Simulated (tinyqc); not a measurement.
# Hot electrons in a saturated n-channel MOSFET, lucky-electron model: what changes with what

Beyond pinch-off the lateral field grows as Esat cosh(y/l) over the velocity-saturated region (pseudo-two-dimensional model). Impact ionisation in this region gives the substrate current, which biases the body forward through Rsub. Currents are per width. Local-field laws: they overstate ionisation when the field peak is narrower than an energy relaxation length.

Parameters, values chosen for the exercise; values close to those of silicon n-channel devices:

| symbol | value | unit | meaning |
|---|---|---|---|
| L | 1.2 | um | channel length |
| tox | 30 | nm | oxide thickness |
| xj | 420 | nm | junction depth |
| VT | 0.68 | V | threshold |
| mu | 300 | cm^2/(V s) | effective mobility |
| vs | 7e6 | cm/s | saturation velocity |
| Ai | 2e6 | 1/cm | ionisation prefactor |
| Bi | 1.64 | MV/cm | ionisation field |
| Rd | 200 | ohm um | resistance of the lightly doped drain |
| Rsub | 2100 | ohm um | substrate resistance |
| kb | 0.43 |  | fall of VT per volt of forward body bias |
| m | 3.1 |  | lifetime exponent |
| Hl | 24000 | s uA/um | lifetime constant |
| Vd | 5.1 | V | drain voltage |
| Vg | 2.4 | V | gate voltage |

Constants: eps0 = 8.8541878128e-14 F/cm where lengths are in cm. Results are converted to the units shown.

Each table varies one quantity; the others keep the values above.

## Effect of the drain voltage

Cox = 3.9 eps0/tox, l = sqrt(3 tox xj), Esat = 2 vs/mu. Overdrive g = Vg - VT + kb Vb; Vdsat = g Esat L/(g + Esat L); Id = Cox vs (g - Vdsat); dV = Vd - Id Rd - Vdsat; Em = sqrt((dV/l)^2 + Esat^2); Isub = Id (Ai/Bi) l Em exp(-Bi/Em). Vb = Rsub Isub is solved self-consistently. Lifetime tau = (Hl/Id)(Isub/Id)^(-m); 1 year = 3.15576e7 s.

Effect of the drain voltage:

| Vd (V) | Id (uA/um) | Em (MV/cm) | Isub (uA/um) | Isub/Id | tau (years) |
|---|---|---|---|---|---|
| 3.2 | 32.56 | 0.1073 | 1.896e-5 | 5.821e-7 | 4.976e14 |
| 3.56 | 32.56 | 0.1242 | 1.765e-4 | 5.421e-6 | 4.929e11 |
| 3.91 | 32.56 | 0.1410 | 9.705e-4 | 2.980e-5 | 2.501e9 |
| 4.27 | 32.56 | 0.1586 | 0.003964 | 1.217e-4 | 3.190e7 |
| 4.63 | 32.56 | 0.1764 | 0.01250 | 3.837e-4 | 9.075e5 |
| 4.99 | 32.56 | 0.1943 | 0.03244 | 9.961e-4 | 4.716e4 |
| 5.34 | 32.57 | 0.2118 | 0.07107 | 0.002182 | 4147 |
| 5.7 | 32.57 | 0.2299 | 0.1419 | 0.004356 | 486.6 |

As Vd goes from 3.2 to 5.7 V, Em rises from 0.107 to 0.230 MV/cm, Isub rises from 1.90e-5 to 0.142 uA/um and tau falls from 4.98e14 to 487 years. The slope of ln(tau) against 1/Vd is 219 V between the first two rows and 181 V between the last two. For Vd = 3.2 to 5.34 V tau is a far extrapolation that only says that hot carriers are no limit.

## Effect of the junction depth

Same model as above.

Effect of the junction depth:

| xj (nm) | Id (uA/um) | Em (MV/cm) | Isub (uA/um) | Isub/Id | tau (years) |
|---|---|---|---|---|---|
| 170 | 32.59 | 0.3089 | 0.7513 | 0.02305 | 2.777 |
| 230 | 32.57 | 0.2667 | 0.3252 | 0.009982 | 37.21 |
| 310 | 32.57 | 0.2309 | 0.1262 | 0.003874 | 700.1 |
| 420 | 32.57 | 0.1998 | 0.04207 | 0.001292 | 2.106e4 |
| 570 | 32.56 | 0.1732 | 0.01202 | 3.693e-4 | 1.022e6 |
| 770 | 32.56 | 0.1509 | 0.003006 | 9.230e-5 | 7.520e7 |
| 1000 | 32.56 | 0.1343 | 7.950e-4 | 2.441e-5 | 4.643e9 |

What does the comparison show?

As xj goes from 170 to 1000 nm, Em falls from 0.309 to 0.134 MV/cm, Isub falls from 0.751 to 7.95e-4 uA/um and tau rises from 2.78 to 4.64e9 years. From the first row to the last, log10(tau) changes by 9.2: 9.2 from (Isub/Id)^(-m), which holds Em and l, and under 0.005 from 1/Id. For xj = 420 to 1000 nm tau is a far extrapolation that only says that hot carriers are no limit.

## Effect of the channel length

Same model as above.

Results:

| L (um) | Id (uA/um) | Em (MV/cm) | Isub (uA/um) | Isub/Id | tau (years) |
|---|---|---|---|---|---|
| 0.6 | 52.74 | 0.2122 | 0.1166 | 0.002211 | 2459 |
| 1.2 | 32.57 | 0.1998 | 0.04207 | 0.001292 | 2.106e4 |
| 1.7 | 24.69 | 0.1950 | 0.02544 | 0.001030 | 5.604e4 |
| 2.4 | 18.45 | 0.1912 | 0.01576 | 8.544e-4 | 1.339e5 |
| 3.4 | 13.55 | 0.1882 | 0.009953 | 7.343e-4 | 2.916e5 |
| 4.8 | 9.883 | 0.1860 | 0.006459 | 6.536e-4 | 5.739e5 |

Estimate the missing row, L = 0.85 um.

Computed row:

| L (um) | Id (uA/um) | Em (MV/cm) | Isub (uA/um) | Isub/Id | tau (years) |
|---|---|---|---|---|---|
| 0.85 | 41.92 | 0.2055 | 0.06999 | 0.001670 | 7388 |

With this row back in the table: As L goes from 0.6 to 4.8 um, Em falls from 0.212 to 0.186 MV/cm, Isub falls from 0.117 to 0.00646 uA/um and tau rises from 2460 to 5.74e5 years. From the first row to the last, log10(tau) changes by 2.4: 1.6 from (Isub/Id)^(-m), which holds Em and l, and 0.73 from 1/Id. At L = 0.6 um the saturated region takes over 60 % of L, so using the full L in Vdsat is rough. In every row tau is a far extrapolation that only says that hot carriers are no limit.

Numbers from tinyqc (`OMP_NUM_THREADS=1 python tinyqc.py 2550092 2550093 out.jsonl`; about 0.01 s on one thread of a shared Intel Xeon 2.30GHz).
